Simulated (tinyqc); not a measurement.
# Gate sheet resistance from two finger widths

Inverse problem. At low frequency R = Rsh Wf/(3 L) + B/Wf, where B collects the channel and vertical terms. Find Rsh, B and the width of lowest R.

Values chosen for this exercise:
```
symbol,value,unit,meaning
L,0.12,um,channel length
```

input resistance of single fingers, contacted at one end, of width 1.5 and 7.6 um (ohm): [132.91667, 89.128655]

Solution. R Wf is a straight line in Wf^2; the minimum of R lies where both terms are equal.

Rsh = 3.100 ohm/square
B = 180.0 ohm um
width of lowest R = 4.572 um

Computed by the program tinyqc: `OMP_NUM_THREADS=1 python tinyqc.py 2262053 2262054 out.jsonl`, one thread of a shared Intel Xeon 2.30GHz, about 0.01 s for the whole run.
